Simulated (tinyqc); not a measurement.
Inside a calculation. Model: Cahn-Hilliard equation on a periodic one-dimensional grid. Computed by tinyqc, a small Python program that keeps every step. Command: `OMP_NUM_THREADS=1 python tinyqc.py 3019739 3019740 out.jsonl cahn walk`. One thread of a shared host (Intel(R) Xeon(R) Processor @ 2.30GHz), about 0.04 s of CPU time with the checks. Intermediate numbers are printed to about 5 digits and carried at full precision; extremes and crossings named in words are read from the listed rows.

Free energy F = h sum_j [A (c_j^2 - 1)^2/4 + (kappa/2) ((c_(j+1) - c_j)/h)^2]; dc/dt = Lap(mu), mu = A (c^3 - c) - kappa Lap(c), Lap(y)_j = (y_(j+1) - 2 y_j + y_(j-1))/h^2, mobility 1; the grid has n = 12 points.

Inputs (values chosen for the exercise, in reduced units):

| quantity | value | unit |
|---|---|---|
| spacing h | 1.3 | - |
| well depth A | 1.3 | - |
| gradient coefficient kappa | 0.62 | - |
| mean composition c0 | 0.17 | - |
| noise amplitude | 0.1 | - |
| time step dt | 0.14 | - |
| end time | 100 | - |

Scheme: explicit Euler.

## Linear stability

f'' = A (3 c0^2 - 1). Mode m has lambda_m = (4/h^2) sin^2(pi m/n) and the rate w_m = -lambda_m (f'' + kappa lambda_m). In the continuum the fastest wavelength is 2 pi sqrt(2 kappa/|f''|) with the rate f''^2/(4 kappa). Explicit steps near c = +-1, where f'' = 2A, are stable for dt < 2/(16 kappa/h^4 + 8 A/h^2).

f'' = -1.18729

Modes of the grid:

| m | lambda_m | w_m |
|---|---|---|
| 1 | 0.1585 | 0.17266 |
| 2 | 0.5917 | 0.48546 |
| 3 | 1.1834 | 0.53676 |
| 4 | 1.7751 | 0.15390 |
| 5 | 2.2083 | -0.40161 |
| 6 | 2.3669 | -0.66311 |

fastest wavelength = 6.4211

largest rate = 0.56841

explicit limit of dt = 0.20775

4 mode(s) grow; the fastest on the grid is m = 3, while the box holds 2.43 fastest wavelengths. dt is 0.67 of the explicit limit.

## The first step

random numbers: 0.970  0.977  0.886  -0.909  0.311  -0.828  0.764  -0.240  -0.172  -0.622  0.582  0.461

Start: c_j = c0 + amplitude x (z_j - mean of z). c(new) = c + dt Lap(mu).

c at the start: 0.24883  0.24953  0.24043  0.06093  0.18293  0.06903  0.22823  0.12783  0.13463  0.08963  0.21003  0.19793

mu at the start: -0.28504  -0.30060  -0.23198  -0.18953  -0.14331  -0.18951  -0.18601  -0.20280  -0.15285  -0.17627  -0.21239  -0.27034

c after one step: 0.24876  0.25651  0.23827  0.06125  0.17528  0.07315  0.22655  0.13336  0.12856  0.08858  0.20822  0.20152

F at the start = 4.7659

F after one step = 4.7638

## The run

Run to the end time; break off if |c| exceeds 3 or F has risen by more than 1e-9 in more than 30 steps. Domains = stretches with c > c0.

Course:

| step | t | F | min c | max c | domains |
|---|---|---|---|---|---|
| 0 | 0.00 | 4.7659 | 0.06093 | 0.24953 | 3 |
| 14 | 1.96 | 4.7135 | 0.01673 | 0.33717 | 2 |
| 36 | 5.04 | 4.0278 | -0.42545 | 0.59624 | 2 |
| 71 | 9.94 | 3.0609 | -0.82464 | 0.90335 | 2 |
| 107 | 14.98 | 2.9717 | -0.83594 | 0.96575 | 2 |
| 143 | 20.02 | 2.8795 | -0.88083 | 0.97654 | 2 |
| 214 | 29.96 | 2.8458 | -0.92727 | 0.96405 | 2 |
| 286 | 40.04 | 2.8436 | -0.93797 | 0.96031 | 2 |
| 393 | 55.02 | 2.8435 | -0.94113 | 0.96059 | 2 |
| 500 | 70.00 | 2.8435 | -0.94158 | 0.96064 | 2 |
| 607 | 84.98 | 2.8435 | -0.94164 | 0.96064 | 2 |
| 714 | 99.96 | 2.8435 | -0.94165 | 0.96064 | 2 |

c at the end: 0.95810  0.96064  0.73755  -0.64035  -0.64255  0.72914  0.92776  0.70557  -0.73514  -0.94165  -0.73311  0.71406

F at the end = 2.8435

steps in which F rose = 0

F never rises by more than 1e-9 in a step. The count of domains goes from 3 in the noise to 2 at the end, and c spans -0.942 to 0.961.

## Interfaces

Continuum wall between c = -1 and +1: c = tanh(x/w), w = sqrt(2 kappa/A), energy s = (2/3) sqrt(2 kappa A). With two walls per domain, the estimate of F at the end is 2 x domains x s. Volume fraction of the +1 phase by the lever rule: (1 + c0)/2.

wall half width w = 0.97665

wall energy s = 0.84643

estimate of F = 3.3857

volume fraction = 0.585

w/h = 0.75127

The run ends at F = 2.8435, 0.84 of the estimate: walls this close overlap, or the grid resolves them poorly. Caution: the half width of the wall is below the grid spacing, so the wall is barely resolved and feels the grid.

Checks made by the program: conservation of the mean (relative difference below 1e-10).
